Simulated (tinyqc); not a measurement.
## Screening length from the swing

Question. In a simple model of a Schottky-barrier transistor a barrier thinner than d = 3.6 nm is transparent, so the effective barrier is pn - psi (1 - exp(-d/lam)) and the swing beyond flat band is Vt ln 10/(1 - exp(-d/lam)). Find the thermionic swing, lam, and the effective barrier at psi = 0.2 V.

Inputs (values chosen for the exercise): temperature T = 300 K; barrier for electrons at both contacts pn = 0.59 eV.

Constants: q = 1.602176634e-19 C, kB = 1.380649e-23 J/K, Vt = kB T/q. Results are converted to the units shown.

swing in the tunnelling range = 83.720397 mV/decade

Solution. The ratio of the two swings is 1 - exp(-d/lam).

Vt ln 10 = 59.5 mV/decade
lam = 2.90 nm
effective barrier = 0.448 eV

tinyqc, about 0.04 s, one thread, Intel Xeon 2.30GHz (shared host): `OMP_NUM_THREADS=1 python tinyqc.py 2390040 2390041 out.jsonl`
